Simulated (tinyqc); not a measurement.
Charge pumping in an n-channel transistor: one step of the calculation.

The gate is pulsed from accumulation to inversion and back. Energies E are counted from the intrinsic level; Dit(E) = D0 [1 + b (2 E/Eg)^2]. During each edge the traps near the bands emit their carriers, and those between Eh and Ee recombine once a cycle.

Problem. Pumped charge and current. Nit = integral of Dit from Eh to Ee = D0 [Ee - Eh + 4 b (Ee^3 - Eh^3)/(3 Eg^2)], Qcp = q A Nit, Icp = f Qcp.

Parameters, values chosen for the exercise; band and dielectric values close to those of silicon:
```
symbol   value         unit                                          meaning
Eg        1.14           eV                                         band gap
A         0.14         um^2                                        gate area
D0      8.4e11  cm^-2 eV^-1                           trap density at midgap
b          3.5               rise of the trap density towards the band edges
f        93000           Hz                                        frequency
```

Constants: q = 1.602176634e-19 C. Results are converted to the units shown.

Ee = 0.34781880 eV
Eh = -0.33005298 eV

Wanted: Nit; mean Dit; traps pumped a cycle; Icp.

Solution.

Nit = 8.0478e11 cm^-2
mean Dit = 1.1872e12 cm^-2 eV^-1
traps pumped a cycle = 1126.7
Icp = 16.788 pA

Range of the model: The Fermi levels of inversion and accumulation are taken to lie beyond Ee and Eh, the flat tops to fill all traps, and no geometric current is added.

Program tinyqc, `OMP_NUM_THREADS=1 python tinyqc.py 2030168 2030169 out.jsonl`; Intel Xeon 2.30GHz, shared host, one thread, about 0.01 s.
